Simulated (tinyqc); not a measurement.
CMOS latch-up, two-transistor model: effect of the temperature.

A parasitic pnp (emitter at Vdd, base shunted by Rw) and npn (emitter at ground, base shunted by Rs) feed each other: the npn collector current flows out of the pnp base node, the pnp collector current into the npn base node. Forward-active transistors with constant gains: Icn = Isn exp(Vn/Vt), Icp = Isp (exp(Vp/Vt) - 1). A current Ii is injected into the npn base node.

Isn, Isp and Von are given at 300 K; the currents scale as T^3 exp(-1.12 V/Vt), Von falls by 1.5 mV/K, gains and resistances are fixed. Node equations: Vp/Rw + Icp/bp = Icn and Vn/Rs + Icn/bn = Icp + Ii. Loop gain G = gn gp/[(1/Rw + gp/bp)(1/Rs + gn/bn)], gn = Icn/Vt, gp = (Icp + Isp)/Vt; the off state ends where G = 1, and Ii there is the trigger current. On state with both base-emitter voltages at Von: npn base current Ib = (Von/Rs + bp Von/Rw)/(bn bp - 1), holding current Ih = (bn + 1) Ib + Von/Rs, holding voltage Vh = Vsat + Von + R2 (Ib + Von/Rs).

Values chosen for this exercise; values close to those of bulk CMOS:
- bn = 8.3 (current gain of the npn)
- bp = 2.3 (current gain of the pnp)
- Isn = 5.4e-16 A (saturation current of the npn at the reference temperature)
- Isp = 2.1e-16 A (saturation current of the pnp at the reference temperature)
- Rs = 960 ohm (substrate resistance shunting the npn)
- Rw = 2900 ohm (well resistance shunting the pnp)
- R2 = 45 ohm (resistance from the pnp collector to the npn base)
- Von = 0.72 V (base-emitter voltage in the on state)
- Vsat = 0.16 V (saturation voltage)
- Vdd = 0.9 V (supply voltage)

Constants: q = 1.602176634e-19 C, kB = 1.380649e-23 J/K, Vt = kB T/q. Results are converted to the units shown.

Result of one run:

| T (K) | Vn at trigger (V) | trigger current (mA) | Ih (mA) | Vh (V) |
|---|---|---|---|---|
| 443 | 0.4198 | 0.4449 | 1.003 | 0.6915 |

What becomes of these results when the temperature T is changed from 443 to 293 K, all else the same?

Result of the changed run:

| T (K) | Vn at trigger (V) | trigger current (mA) | Ih (mA) | Vh (V) |
|---|---|---|---|---|
| 293 | 0.7020 | 0.7544 | 1.450 | 0.9281 |

The whole series:

| T (K) | Vn at trigger (V) | trigger current (mA) | Ih (mA) | Vh (V) |
|---|---|---|---|---|
| 233 | 0.8046 | 0.8667 | 1.629 | 1.023 |
| 263 | 0.7540 | 0.8113 | 1.539 | 0.9754 |
| 293 | 0.7020 | 0.7544 | 1.450 | 0.9281 |
| 323 | 0.6485 | 0.6959 | 1.361 | 0.8808 |
| 353 | 0.5936 | 0.6359 | 1.271 | 0.8334 |
| 383 | 0.5372 | 0.5741 | 1.182 | 0.7861 |
| 413 | 0.4793 | 0.5105 | 1.093 | 0.7388 |
| 443 | 0.4198 | 0.4449 | 1.003 | 0.6915 |

As T goes from 233 to 443 K, the trigger current falls from 0.867 to 0.445 mA, Ih falls from 1.63 to 1.00 mA and Vh falls from 1.02 to 0.692 V. Vh exceeds the supply Vdd = 0.9 V, which then cannot sustain a latched state, in 3 of the 8 rows.

Range of the model: Near the trigger Vn + Vp exceeds Vdd by over 0.35 V, so both collector junctions are forward biased and the forward-active model is out of range there.

Computed by the program tinyqc: `OMP_NUM_THREADS=1 python tinyqc.py 2670029 2670030 out.jsonl`, one thread of a shared Intel Xeon 2.30GHz, about 0.04 s for the whole run.
